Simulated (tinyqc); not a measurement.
Magnetoresistance against angle.

Conductance G = G0 (1 + P1 P2 cos(phi)) at low bias, phi the angle between the magnetisations, normalised to Rp = RA/area at phi = 0.

Values chosen for this exercise:
- Dm = 43 nm (diameter)
- P1 = 0.65 (spin polarisation of the reference layer)
- P2 = 0.6 (spin polarisation of the free layer)
- RA = 9.7 ohm um^2 (resistance-area product, parallel state)

Results:
```
phi (degree),R (kohm),R/Rp - 1 (%),share of the full TMR (%)
0,6.680,0,0
20,6.794,1.721,1.346
45,7.278,8.954,7.002
70,8.192,22.64,17.71
90,9.285,39.00,30.50
135,12.82,91.93,71.89
160,14.66,119.4,93.38
180,15.22,127.9,100.0
```

Estimate the missing row, phi = 110 degree.

Computed row:
```
phi (degree),R (kohm),R/Rp - 1 (%),share of the full TMR (%)
110,10.71,60.39,47.23
```

With this row back in the table: R rises from 6.68 to 15.2 kohm, TMR0 = 128 %. It is the conductance that follows cos(phi), so at 90 degrees R has covered only (1 - P1 P2)/2 = 30.5 % of its range.

Numbers from tinyqc (`OMP_NUM_THREADS=1 python tinyqc.py 2450018 2450019 out.jsonl`; about 0.01 s on one thread of a shared Intel Xeon 2.30GHz).
